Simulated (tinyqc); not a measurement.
Low-temperature mobility of a two-dimensional electron gas with static screening: one step, computed by the program tinyqc. Command: `OMP_NUM_THREADS=1 python tinyqc.py 3000474 3000475 out.jsonl twodeg walk`. One thread of a shared host (Intel(R) Xeon(R) Processor @ 2.30GHz), about 0.01 s of CPU time with the checks.

One subband is filled, the gas is degenerate and scatters at the Fermi circle; one permittivity serves on both sides of the interface. All formulas are in SI units, masses times m_0. Piezoelectric and polar phonons are left out, and n_s is taken as set by a gate, independent of N_i.

Task: Fermi circle, screening and layer thickness. k_F = sqrt(2 pi n_s/g_v); E_F = hbar^2 k_F^2/(2 m); q_TF = g_v m e^2/(2 pi eps eps_0 hbar^2); Fang-Howard parameter b = [12 m_z e^2 (N_d + 11 n_s/32)/(eps eps_0 hbar^2)]^(1/3), mean depth 3/b; effective field F = e (N_d + n_s/2)/(eps eps_0).

Inputs (values chosen for the exercise, modelled on a strained silicon well):
```
quantity                     value    unit
in-plane mass m              0.194     m_0
mass across the layer m_z    0.892     m_0
permittivity eps              11.9       -
valley degeneracy g_v            2       -
sheet density n_s          9.6e+11  1/cm^2
depletion charge N_d       5.4e+10  1/cm^2
temperature T                   20       K
```

Wave function: Fang-Howard. Roughness spectrum: exponential.

Constants: m_0 = 9.1093837015e-31 kg; e = 1.602176634e-19 C; eps_0 = 8.8541878128e-12 F/m; hbar = 1.054571817e-34 J s.

Give: k_F; E_F; q_TF; b; mean depth; effective field F.

Result:

k_F = 0.17366 1/nm

E_F = 5.9230 meV

q_TF = 1.2323 1/nm

b = 0.93608 1/nm

mean depth = 3.2049 nm

effective field F = 0.081200 MV/cm

q_TF/(2 k_F) = 3.55: screening is strong for back-scattering. Caution: k_B T exceeds a quarter of E_F, so scattering at the Fermi circle alone and zero-temperature screening are rough.
